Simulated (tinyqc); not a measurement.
Well width from the intersubband spacing.

Question. In an empty well of width L and depth Vb, level k solves kw L/2 = (k - 1) pi/2 + arctan(sqrt((mw/mb)(Vb - E)/E)) with kw = sqrt(mw E/C), C = hbar^2/(2 m0). Find L, E1 and E2 from the spacing.

Values chosen for this exercise; material values close to those of In0.53Ga0.47As in InAlAs:
- mw = 0.0408 m0 (mass along z in the well)
- mb = 0.0749 m0 (mass along z in the barriers)
- Vb = 0.494 eV (barrier height)

Constants: q = 1.602176634e-19 C, hbar = 1.054571817e-34 J s, m0 = 9.1093837015e-31 kg, hbar^2/(2 m0) = 0.0380998212 eV nm^2. Results are converted to the units shown.

E2 - E1 = 113.26755 meV

Solution. Both levels are solved for trial widths until their difference matches. A second level is bound only for L above 4.32 nm, and over that range one width gives this spacing.

L = 12.00 nm
E1 = 37.41 meV
E2 = 150.7 meV

Numbers from tinyqc (`OMP_NUM_THREADS=1 python tinyqc.py 2140122 2140123 out.jsonl`; about 0.2 s on one thread of a shared Intel Xeon 2.30GHz).
